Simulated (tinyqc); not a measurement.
Planes of fixed kz and the Fermi arc: two-node Weyl semimetal on a cubic lattice and its slab.

H = d.s with dx = t sin kx, dy = t sin ky, dz = m (2 - cos kx - cos ky) + M(kz), M = tz (cos k0 - cos kz), k in 1/a. Nodes at (0, 0, +/-k0). Berry curvature of the lower band along z: Omega = d.(dd/dkx x dd/dky)/(2|d|^3), in the sense curl of i<u|grad u>.

Slab of N layers along x with hard walls: layer block t sin(ky) sy + (m (2 - cos ky) + M(kz)) sz, block to the next layer t sx/(2i) - m sz/2.

Values chosen for the exercise: t = 0.41 eV (hopping in sx and sy); m = 1.16 eV (mass term); tz = 0.37 eV (hopping along z); k0 = 1.98 1/a (position of the nodes).

C is the sum of Omega over a 24 x 24 mesh, k = (j + 1/2) 2 pi/24, times (2 pi/24)^2/(2 pi). Slab of 30 layers at ky = 0: lowest positive level and weight of the middle pair on the two outer layers.

Against kz:
```
kz (1/a),M (eV),C,slab level (eV),surface weight
0.000,-0.5172,-1.000,0.00001,0.535
0.400,-0.4880,-1.000,0.00000,0.513
0.800,-0.4050,-1.000,0.00000,0.445
1.200,-0.2813,-1.000,0.00000,0.329
1.600,-0.1364,-1.000,0.00001,0.171
2.400,0.1256,-0.005,0.13636,0.004
2.800,0.2014,0.000,0.21066,0.003
3.142,0.2228,0.000,0.23177,0.003
```

C is -1 for kz below k0 = 1.98 and 0 above, within 0.005 on this mesh. Where C = -1 the slab has a level near zero (exactly zero for a thick slab) on its faces (weight 0.53 at kz = 0): these points form the arc from -k0 to +k0, of length 3.96/a. Towards the node M goes to zero and the state spreads into the bulk; beyond it the level follows M, raised by the confinement in the slab.

Run: tinyqc, `OMP_NUM_THREADS=1 python tinyqc.py 1451929 1451930 out.jsonl`; Intel(R) Xeon(R) Processor @ 2.30GHz, one thread, shared host; about 0.2 s of CPU time with all checks.
